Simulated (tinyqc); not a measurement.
From results back to parameters: Koster-Slater impurity in an sp3s* host.

Problem. In the Koster-Slater model a defect shifts the s level of its site by Vs and the p levels by Vp; an A1 level solves 1/Vs = G_s(E) and a T2 level 1/Vp = G_p(E), E from the top of the valence band. A defect has an A1 level at E = 1.4426 eV, one of the energies of the table, and a T2 level at 0.8656 eV.

G(E) of the host (1/eV):
```
E (eV)         G_s         G_p
0.0000  -0.0034338   0.0881236
0.2885  -0.0083974   0.0442857
0.5770  -0.0135166   0.0170098
0.8656  -0.0189096  -0.0056946
1.1541  -0.0247017  -0.0275065
1.4426  -0.0310500  -0.0513931
1.7311  -0.0381846  -0.0822753
2.0196  -0.0465372  -0.1354609
2.3081  -0.0579604  -0.3748677
```

Find: Vs, Vp.

Solution. Read G_s and G_p at the two energies and invert them. Vs is attractive and pulls its level down from the conduction bands. Vp is attractive and pulls its level down from the conduction bands.

Vs, Vp (eV): -32.2  -175.6

Computed by tinyqc, a small Python program: `OMP_NUM_THREADS=1 python tinyqc.py 1480907 1480908 out.jsonl` (the numbers bound the seed that draws the inputs); one thread of a shared host (Intel(R) Xeon(R) Processor @ 2.30GHz), about 0.08 s for the whole set of steps.
